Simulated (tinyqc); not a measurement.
MOS inversion layer, Poisson-Schroedinger loop: effect of the sheet density of electrons.

Electrons confined at an insulator interface at z = 0, treated as a hard wall; parabolic valleys, Hartree approximation, no image or exchange terms. The depletion charge lies far deeper than the electrons and gives a uniform field q Nd/(eps0 eps_r); the gate balances all charge. Energies are counted from the band edge at the interface.

Schroedinger equation -(C/mz) psi'' + (V0 + U) psi = E psi, C = hbar^2/(2 m0), psi(0) = 0, on a uniform mesh of 800 nodes with a far wall at 22 nm, 8 levels a set; V0 = q Nd z/(eps0 eps_r); dU/dz = q (Ns - integral of n from 0 to z)/(eps0 eps_r), U(0) = 0; N_k = g md m0 q Vt/(pi hbar^2) ln(1 + exp((EF - E_k)/Vt)), g the number of valleys of the set, sum N_k = Ns. Triangular well: E_k = a_k (C F^2/mz)^(1/3), a_1 = 2.338107, a_2 = 4.087949, C = hbar^2/(2 m0), F in eV/nm. Fang-Howard (all electrons in the lowest level of set A): b^3 = 6 (mz1/C) q (Nd + 11 Ns/32)/(eps0 eps_r), centroid 3/b, level C b^2/(4 mz1) + (3/b) q (Nd + 11 Ns/16)/(eps0 eps_r). The centroid adds 3.9 z_av/eps_r to an oxide-equivalent thickness. Shares under 0.0001 % are printed as 0.

Values chosen for this exercise; masses and permittivity close to those of silicon (111): temperature T = 400 K; relative permittivity eps_r = 11.6; mass along z of valley set A (6 valley(s)) mz1 = 0.256 m0; in-plane density-of-states mass of set A md1 = 0.361 m0; sheet density of depletion charge Nd = 1.6e12 cm^-2.

Constants: q = 1.602176634e-19 C, kB = 1.380649e-23 J/K, hbar = 1.054571817e-34 J s, m0 = 9.1093837015e-31 kg, Vt = kB T/q, eps0 = 8.8541878128e-14 F/cm where lengths are in cm, hbar^2/(2 m0) = 0.0380998212 eV nm^2. Results are converted to the units shown.

Effect of the sheet density of electrons:

| Ns (cm^-2) | A1 (meV) | A2 (meV) | EF (meV) | share of A1 (%) | share of A2 (%) | centroid z_av (nm) | added oxide equivalent (nm) | Fang-Howard centroid (nm) |
|---|---|---|---|---|---|---|---|---|
| 1e11 | 109 | 189 | -92.5 | 89.5 | 8.83 | 3.06 | 1.03 | 2.97 |
| 2.1e11 | 113 | 193 | -63.2 | 89.7 | 8.67 | 3.03 | 1.02 | 2.95 |
| 4.5e11 | 121 | 203 | -28.9 | 90.1 | 8.34 | 2.97 | 0.999 | 2.90 |
| 9.7e11 | 137 | 222 | 14.2 | 90.9 | 7.70 | 2.86 | 0.961 | 2.81 |
| 2.1e12 | 169 | 261 | 74.1 | 92.3 | 6.60 | 2.66 | 0.894 | 2.64 |
| 4.4e12 | 227 | 330 | 160 | 94.1 | 5.08 | 2.38 | 0.800 | 2.40 |
| 9.4e12 | 333 | 455 | 296 | 96.2 | 3.29 | 2.03 | 0.682 | 2.07 |
| 2e13 | 517 | 667 | 512 | 98.0 | 1.74 | 1.66 | 0.559 | 1.72 |

As Ns goes from 1e11 to 2e13, A1 rises from 109 to 517 meV, the share of A1 rises from 89.5 to 98.0 % and the centroid falls from 3.06 to 1.66 nm. A1 goes as Ns^(0.58) between the last two rows (a triangular well in the field of that charge alone gives 2/3). The Fang-Howard centroid is 2.9 % below the full one in the first row, where A1 holds 89.5 %, and 3.2 % above it in the last, where A1 holds 98.0 %.

Numbers from tinyqc (`OMP_NUM_THREADS=1 python tinyqc.py 2160151 2160152 out.jsonl`; about 0.5 s on one thread of a shared Intel Xeon 2.30GHz).
